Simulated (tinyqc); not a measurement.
Single-junction solar cell, detailed-balance limit: one step of the calculation.

Every photon above the gap Eg makes one pair and none below is absorbed; carriers thermalise at T and move without loss. Jsc = q fs X Phi(Eg, Ts); the dark current is J0 = q ge Phi(Eg, T)/ERE with the Boltzmann factor exp(V/Vt). The efficiency is the electrical power over fs X sigma Ts^4.

Question. Maximum power point by Newton steps. With v = V/Vt the power is largest where f = (1 + v) exp(v) - 1 - Jsc/J0 vanishes; f' = (2 + v) exp(v), v(new) = v - f/f'.

v at the start = 20.56
Jsc = 67.600898 mA/cm^2
J0 = 7.9722957e-8 mA/cm^2

Give: f; f'; v after iteration 1.

Answer.

f = 1.746e10
f' = 1.916e10
v after iteration 1 = 19.65

Program tinyqc, `OMP_NUM_THREADS=1 python tinyqc.py 2820107 2820108 out.jsonl`; Intel Xeon 2.30GHz, shared host, one thread, about 0.01 s.
